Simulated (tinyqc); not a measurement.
Strain-driven crossing of the Gamma and L valleys in a germanium-like crystal, step by step. Values are carried at full precision from step to step, so a last printed digit may differ when a step is redone from the rounded ones.

Biaxial loads: e0 is the in-plane strain e_par and the normal is free. (001): e_perp = -2 (C12/C11) e_par; exx = eyy = e_par, ezz = e_perp, no shear. (111): e_perp = -(2 C11 + 4 C12 - 4 C44)/(C11 + 2 C12 + 4 C44) e_par; exx = eyy = ezz = (2 e_par + e_perp)/3 and exy = eyz = ezx = (e_perp - e_par)/3. (110): e_perp = -(C11 + 3 C12 - 2 C44)/(C11 + C12 + 2 C44) e_par; exx = eyy = (e_par + e_perp)/2, ezz = e_par, exy = (e_perp - e_par)/2, eyz = ezx = 0. Uniaxial loads: a stress along n, scaled so that n.e.n = e0, with exx = s11 sxx + s12 (syy + szz), exy = s44 sxy/2, s11 = (C11 + C12)/((C11 - C12)(C11 + 2 C12)), s12 = -C12/((C11 - C12)(C11 + 2 C12)), s44 = 1/C44.

Constants: kB = 8.617333262e-05 eV/K; hc = 1239.841984 eV nm.

Parameters, chosen for this exercise (near those of Ge, gaps at low temperature; not measured data): C11 = 126.9 GPa; C12 = 49.1 GPa; C44 = 66.1 GPa; load = uniaxial [111] (kind of strain); e0 = 0.0428 (size of the strain); Eg = 0.907 eV (gap at Gamma to the s-like level); EgL = 0.745 eV (gap to L); Dso = 0.289 eV (spin-orbit splitting); ac = -8.09 eV (conduction deformation potential); av = 1.22 eV (valence hydrostatic potential); b = -2.54 eV (tetragonal shear potential); d = -5.26 eV (trigonal shear potential); aL = -1.65 eV (hydrostatic potential of the L edge, Xd + Xu/3); XuL = 15.65 eV (uniaxial potential, L); mG = 0.0433 m0 (mass at Gamma); mL = 0.575 m0 (density-of-states mass of the four L valleys together); T = 300 K (temperature).

## The strain tensor for a uniaxial [111] load

Form the tensor and its trace.

strain tensor in the cubic axes:
```
,x,y,z
x,0.009715,0.016542,0.016542
y,0.016542,0.009715,0.016542
z,0.016542,0.016542,0.009715
```

tr(e) = 0.029146

## Band edges

Edges from the unstrained valence top: Gamma at Eg + ac tr(e); an L valley with unit axis u at EgL + aL tr(e) + XuL (u.e.u - tr(e)/3), u along [111], [1-1-1], [-11-1], [-1-11]; valence edges are the levels of the 6 x 6 matrix of X, Y, Z times spin with -Dso/3 + l exx + m (eyy + ezz) on the diagonal (cyclic), n exy off it, l = av + 2 b, m = av - b, n = sqrt(3) d. Spin-orbit term (Dso/3) L.sigma on X, Y, Z with (L_k)_ij = -i epsilon_kij: <X+|H|Y+> = -i Dso/3, <X+|H|Z-> = Dso/3, <Y+|H|Z-> = -i Dso/3, <Z+|H|X-> = -Dso/3, <Z+|H|Y-> = i Dso/3, <X-|H|Y-> = i Dso/3, and their conjugates; + and - are the spin along z.

Give the edges and the direct and indirect gaps from the top valence edge.

Gamma edge = 0.6712 eV

L edges (eV): [111] 1.2147, [1-1-1] 0.5243, [-11-1] 0.5243, [-1-11] 0.5243

valence edges from the top (eV): 0.1863  0.0398  -0.4084

direct and indirect gap (eV): 0.4849  0.3380

The gap is indirect: Gamma lies 147 meV above the lowest L valley. The top two valence edges are 146 meV apart. At strains above 3 % second-order terms, left out here, matter.

## Electrons in the Gamma valley

Non-degenerate, parabolic: share = mG^(3/2)/(mG^(3/2) + (mL^(3/2)/4) sum_i exp(-(E_Li - E_Gamma)/kT)). Also the offset at which four equal L valleys hold half of the electrons, kT ln((mL/mG)^(3/2)), and the wavelength hc/E of the direct gap.

(mL/mG)^(3/2) = 48.39
share in Gamma = 0.00938 %
offset for an even split = 100.3 meV
wavelength = 2557 nm

With the L valleys as they lie here, Gamma must be 93 meV below the lowest of them to hold half of the electrons at 300 K; it lies 147 meV above. A direct gap alone is not enough.

## Checks

- Gamma and lowest L edge at e0 = 0.45898, where the linear shifts make them meet (eV): both -1.6216.

tinyqc: `OMP_NUM_THREADS=1 python tinyqc.py 1050535 1050536 out.jsonl`; about 0.01 s, one thread, shared Intel(R) Xeon(R) Processor @ 2.30GHz.
